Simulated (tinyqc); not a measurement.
Frequency dispersion of an accumulation capacitance by border traps, distributed model: one step of the calculation.

Traps spread evenly through the insulator exchange electrons with the semiconductor by tunnelling, with tau(x) = t0 exp(2 ka x) at depth x from the interface. The admittance per area Y seen at depth x obeys dY/dx = -Y^2/(i w eps0 eox) + q Nb ln(1 + i w tau)/tau, with Y(0) = i w Cs and w = 2 pi f; the gate sees Y(tox) = G + i w C. Working variable y = Y/(i w), in uF/cm^2. Cox = eps0 eox/tox.

Question. Midpoint steps through the active depth. In terms of y: dy/dx = -y^2/(eps0 eox) + s(x), s = q Nb ln(1 + z)/z, z = i w tau. 9 midpoint steps of h = xe/9: y_half = y + (h/2) y'(x, y), y(new) = y + h y'(x + h/2, y_half).

Inputs (values chosen for the exercise); permittivity close to that of aluminium oxide:
```
symbol,value,unit,meaning
eox,8.72,,relative permittivity of the insulator
Cs,2.3,uF/cm^2,semiconductor capacitance in accumulation
Nb,6.4e18,cm^-3 eV^-1,density of border traps
ka,5.1,1/nm,decay constant of the wave function in the insulator
t0,1e-9,s,time constant of a trap at the interface
f,100,Hz,frequency
xe,1.9,nm,depth down to which the steps are taken
```

Constants: q = 1.602176634e-19 C, eps0 = 8.8541878128e-14 F/cm where lengths are in cm. Results are converted to the units shown.

Wanted: x; s; y.

Answer.

```
point  x (nm)  s (uF/(cm^2 nm))   y (uF/cm^2)
0           0    0.1025+0.0000i  2.300+0.000i
1      0.2111    0.1025+0.0000i  2.185+0.000i
2      0.4222    0.1025+0.0000i  2.082+0.000i
3      0.6333    0.1025+0.0000i  1.991+0.000i
4      0.8444    0.1025-0.0002i  1.909+0.000i
5       1.056    0.1025-0.0015i  1.835+0.000i
6       1.267    0.1004-0.0127i  1.768-0.001i
7       1.478    0.0532-0.0411i  1.704-0.007i
8       1.689    0.0082-0.0159i  1.632-0.013i
9       1.900    0.0010-0.0032i  1.563-0.013i
```

Computed by the program tinyqc: `OMP_NUM_THREADS=1 python tinyqc.py 2202081 2202082 out.jsonl`, one thread of a shared Intel Xeon 2.30GHz, about 0.6 s for the whole run.
